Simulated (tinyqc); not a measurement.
Two-valley model of the transferred-electron effect: one step, computed by the program tinyqc. Command: `OMP_NUM_THREADS=1 python tinyqc.py 3028378 3028379 out.jsonl gunn walk`. One thread of a shared host (Intel(R) Xeon(R) Processor @ 2.30GHz), about 0.01 s of CPU time with the checks.

Both kinds of valley share one electron temperature T_e, and each has a constant mobility.

Problem. Equilibrium. Density-of-states ratio R = Z (m2/m1)^(3/2); n2/n1 = R exp(-dE/(k_B T_e)); mean mobility mu = (mu1 + mu2 n2/n1)/(1 + n2/n1); energy balance e mu F^2 = (3/2) k_B (T_e - T)/tau_E; v = mu F.

Inputs (values chosen for the exercise, modelled on GaSb): central-valley mass m1 = 0.04 m_0; satellite-valley mass m2 = 0.24 m_0; satellite valleys Z = 4; valley separation dE = 0.082 eV; central-valley mobility mu1 = 5200 cm^2/(V s); satellite-valley mobility mu2 = 450 cm^2/(V s); lattice temperature T = 350 K.

Solver: damped fixed point.

Constants: k_B = 8.617333262e-05 eV/K.

Give: R; n2/n1 without field; low-field mobility.

Solution.

R = 58.788

n2/n1 without field = 3.8774

low-field mobility = 1423.9 cm^2/(V s)

dE is 2.7 k_B T, so part of the electrons sit in the satellites even without field.
